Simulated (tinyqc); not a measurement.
Small-signal admittance of a forward-biased p+-n diode: two steps of the calculation.

Holes injected into a neutral base of width wb with an ohmic contact at its end; low injection, p0 far above the equilibrium density. A small voltage v exp(i w t), w = 2 pi f, modulates the edge density by p0 v/Vt, and the small-signal density obeys Dp d2p/dx2 = (1/tau + i w) p.

Values chosen for this exercise; permittivity close to that of silicon: temperature T = 350 K; relative permittivity eps_r = 11.7; donor density of the base Nd = 1.1e16 cm^-3; hole diffusion coefficient Dp = 8.2 cm^2/s; hole lifetime tau = 4e-6 s; width of the neutral base wb = 18 um; excess hole density at the junction edge p0 = 1.1e14 cm^-3; acceptor density of the p+ side Na = 3e19 cm^-3; signal frequency f = 1.5e6 Hz.

Constants: q = 1.602176634e-19 C, kB = 1.380649e-23 J/K, Vt = kB T/q, eps0 = 8.8541878128e-14 F/cm where lengths are in cm. Results are converted to the units shown.

Problem 1. Closed-form admittance. L = sqrt(Dp tau); direct current J = (q Dp p0/L) coth(wb/L); k = sqrt(1 + i w tau)/L; diffusion admittance Y = (q Dp p0/Vt) k coth(k wb) = G + i w C_diff; junction capacitance C_j = sqrt(q eps0 eps_r Nd/(2 Vr)) in the depletion approximation, with the remaining barrier Vr = Vt ln(Na/p0), a rough value under forward bias; base-width modulation is left out.

Give: L; J; k wb; Y; C_diff; C_j.

Solution 1.

L = 57.271 um
J = 0.082913 A/cm^2
k wb = 1.3828+1.3466i
Y = 3.4562+3.0154i S/cm^2
C_diff = 0.31994 uF/cm^2
C_j = 0.049175 uF/cm^2

G is 1.26 times its low-frequency value J/Vt, and C_diff is 6.51 times C_j.

Problem 2. The same by finite differences. 8 equal intervals, h = wb/8; u = small-signal density over its edge value, u_0 = 1, u_8 = 0; u_(i-1) + b u_i + u_(i+1) = 0 with b = -2 - h^2 (1/tau + i w)/Dp; Y = (q Dp p0/(Vt h)) (-b/2 - u_1), which includes the half box at the edge.

Find: b; u; Y on the mesh.

Solution 2.

b = -2.002-0.058i

| node | u |
|---|---|
| 1 | 0.8392-0.1138i |
| 2 | 0.6864-0.1789i |
| 3 | 0.5450-0.2044i |
| 4 | 0.4164-0.1985i |
| 5 | 0.2999-0.1687i |
| 6 | 0.1937-0.1216i |
| 7 | 0.0950-0.0635i |

Y on the mesh = 3.440+3.043i S/cm^2

Numbers from tinyqc (`OMP_NUM_THREADS=1 python tinyqc.py 2890219 2890220 out.jsonl`; about 0.01 s on one thread of a shared Intel Xeon 2.30GHz).
